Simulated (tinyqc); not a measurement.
# Electron continuity equation in a given potential, Scharfetter-Gummel discretisation: current and errors against the applied potential

Steady state in one dimension: J = q mu n E + q D dn/dx with E = -dpsi/dx and D = mu Vt, dJ/dx = 0, fixed densities nL and nR at the ends. The potential is given, psi = U x/L, and is not changed by the electrons.

9 equal intervals. Fluxes J_i = (q D/h)(n_(i+1) P_i - n_i Q_i), d_i = (psi_(i+1) - psi_i)/Vt: Scharfetter-Gummel P = B(d), Q = B(-d), B(d) = d/(exp(d) - 1); central P = 1 - d/2, Q = 1 + d/2; upwind P = 1 + max(-d, 0), Q = 1 + max(d, 0). Balance at each inner node: J_i - J_(i-1) = 0. The reference is Scharfetter-Gummel on 4000 intervals or more. Errors are those of J on the first interval against the reference at its midpoint; errors under 1e-6 % are printed as 0.

Parameters, values chosen for the exercise; mobility close to that of silicon at room temperature:
- T = 350 K (temperature)
- mu = 1340 cm^2/(V s) (electron mobility)
- L = 2.3 um (length of the region)
- nL = 3.6e15 cm^-3 (density at x = 0)
- nR = 0 cm^-3 (density at x = L)

Constants: q = 1.602176634e-19 C, kB = 1.380649e-23 J/K, Vt = kB T/q. Results are converted to the units shown.

Result of one run:
```
largest |d|,reference J (A/cm^2),SG error (%),central error (%),upwind error (%),"most negative central n (cm^-3), 0 if none"
1.510,-0.001720,4.97e-5,-98.4,2.01e4,0
```

Which potential difference psi(L) - psi(0) U gave this result: -0.014, -0.054, -0.14 or -0.41 V?

U = -0.41 V.

The whole series:
```
U (V),largest |d|,reference J (A/cm^2),SG error (%),central error (%),upwind error (%),"most negative central n (cm^-3), 0 if none"
-0.014,0.05158,-79.64,0,-0.0277,3.20,0
-0.054,0.1989,-36.35,0,-0.710,21.2,0
-0.14,0.5158,-4.579,0,-10.3,149,0
-0.27,0.9947,-0.1175,-1.16e-6,-58.2,1450,0
-0.41,1.510,-0.001720,4.97e-5,-98.4,2.01e4,0
```

The reference current rises from -79.6 to -0.00172 A/cm^2. The largest errors in size are 5.0e-5 % (Scharfetter-Gummel), 98 % (central) and 20000 % (upwind).

Computed by the program tinyqc: `OMP_NUM_THREADS=1 python tinyqc.py 2220027 2220028 out.jsonl`, one thread of a shared Intel Xeon 2.30GHz, about 0.01 s for the whole run.
